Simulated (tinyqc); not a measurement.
When the Fermi surface touches the face: free and nearly free electrons in a metal.

The cubic cell holds 4 atoms: n = 4 z/a^3, kF = (3 pi^2 n)^(1/3), EF = c kF^2/m, vF = 2 c kF/(m hbar), c = hbar^2/2m0; rs = (3/(4 pi n))^(1/3)/a0; D(EF) = 3 n/(2 EF).

Two plane waves k and k - G, G = (111) (2 pi/a): H = [[c k^2/m, V], [V, c (k - G)^2/m]] with c = hbar^2/2m0.

Constants: hbar^2/2m0 = 3.80998211 eV angstrom^2; hbar = 6.58211957e-16 eV s; a0 (Bohr radius) = 0.5291772105 angstrom.

Values chosen for the exercise (out of a larger set: near those of Cu, whose d bands this model ignores; not measured data): a = 3.605 angstrom (fcc lattice constant); z = 1 (free electrons an atom); m = 1 m0 (mass).

On the face the lower band is E = c (G^2/4 + q^2)/m - V, q along the face. EF is held at its free value. A neck opens where EF > c G^2/(4m) - V, with radius q; the second band fills where EF > c G^2/(4m) + V.

Necks:

| V (eV) | lower band at the face centre (eV) | neck radius (1/angstrom) | radius/kF |
|---|---|---|---|
| 0.2 | 8.480 | - | - |
| 0.5 | 8.180 | - | - |
| 0.8 | 7.880 | - | - |
| 1.1 | 7.580 | - | - |
| 1.4 | 7.280 | - | - |
| 1.8 | 6.880 | 0.2233 | 0.164 |
| 2.2 | 6.480 | 0.3935 | 0.289 |
| 2.6 | 6.080 | 0.5097 | 0.374 |

EF = 7.070 eV
c G^2/(4m) = 8.680 eV

How do the results move, and what explains it?

Contact needs V > 1.610 eV. It is first met at V = 1.8 eV of those listed, and the radius then grows as the square root of the excess, to 0.374 kF at 2.6 eV. EF is held at its free value here; a count of states lowers it as V grows, strongly for V of an eV or more, so the threshold is a lower bound, the radii are upper bounds, and some necks may vanish.

Program tinyqc; command `OMP_NUM_THREADS=1 python tinyqc.py 1650321 1650322 out.jsonl`; about 0.01 s on one thread of a shared Intel(R) Xeon(R) Processor @ 2.30GHz.
